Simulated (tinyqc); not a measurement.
# Worked calculation: free and trapped electrons in a MOS channel with a dense trap tail

Numbers from tinyqc (`OMP_NUM_THREADS=1 python tinyqc.py 2222151 2222152 out.jsonl`; about 0.02 s on one thread of a shared Intel Xeon 2.30GHz). Printed values are rounded.

p-type body, charge-sheet picture, full ionisation (an idealisation for deep acceptors), Boltzmann statistics for free electrons. e = Ec - EF at the surface. Acceptor-like traps of density D(E) = D0 + De exp(-E/Ew) at depth E below Ec, from 0 to Eu, hold n_t = integral of D(E)/(1 + exp((e - E)/Vt)). psi = Eg - Vt ln(Nv/Na) - e; N_dep = sqrt(2 eps0 eps_r Na (psi - Vt)/q); n_f = sqrt(N_dep^2 + 2 eps0 eps_r Vt Nc exp(-e/Vt)/q) - N_dep; Vg = Vfb + psi + q (N_dep + n_t + n_f)/Cox, Cox = eps0 eox/tox.

Parameters, values chosen for the exercise; band and dielectric values close to those of 4H silicon carbide:

| symbol | value | unit | meaning |
|---|---|---|---|
| T | 300 | K | temperature |
| Eg | 3.3 | eV | band gap |
| eps_r | 9.76 |  | relative permittivity |
| Nc | 1.69e19 | cm^-3 | conduction-band density of states at T |
| Nv | 2.47e19 | cm^-3 | valence-band density of states at T |
| eox | 3.9 |  | relative permittivity of the insulator |
| tox | 49 | nm | insulator thickness |
| Na | 6.4e16 | cm^-3 | acceptor density |
| Vfb | -2.01 | V | flat-band voltage without trapped charge |
| D0 | 8.2e10 | cm^-2 eV^-1 | constant background density of acceptor-like traps |
| De | 2.6e13 | cm^-2 eV^-1 | density of the tail at the conduction edge |
| Ew | 0.08 | eV | decay energy of the tail |
| Eu | 0.79 | eV | depth below Ec down to which the traps reach |
| mf | 170 | cm^2/(V s) | mobility of free electrons |
| e | 0.114 | eV | Ec - EF at the surface |

Constants: q = 1.602176634e-19 C, kB = 1.380649e-23 J/K, Vt = kB T/q, eps0 = 8.8541878128e-14 F/cm where lengths are in cm. Results are converted to the units shown.

## Trapped charge

Trapezoid rule on 12 equal steps from 0 to Eu, f = 1/(1 + exp((e - E)/Vt)).

```
point     E (eV)  D(E) f (cm^-2 eV^-1)
0              0            3.13312e11
1      0.0658333            1.54482e12
2       0.131667            3.38635e12
3         0.1975            2.19704e12
4       0.263333            1.04575e12
5       0.329167            5.06528e11
6          0.395            2.68480e11
7       0.460833            1.63895e11
8       0.526667            1.17964e11
9         0.5925            9.77936e10
10      0.658333            8.89357e10
11      0.724167            8.50458e10
12          0.79            8.33376e10
```

n_t = 6.38644e11 cm^-2

With 1600 steps n_t = 6.411e11 cm^-2; the coarse value is 0.38 % below it.

## Charges and gate voltage

psi, N_dep, n_f and Vg as defined, with the n_t given; free share n_f/(n_f + n_t); apparent mobility mf n_f/(n_f + n_t); gate voltage spent on traps q n_t/Cox.

psi = 3.03203 V
N_dep = 1.44064e12 cm^-2
n_f = 1.97528e10 cm^-2
Vg = 5.79418 V
free share = 3.00014 %
apparent mobility = 5.10024 cm^2/(V s)
gate voltage spent on traps = 1.45195 V
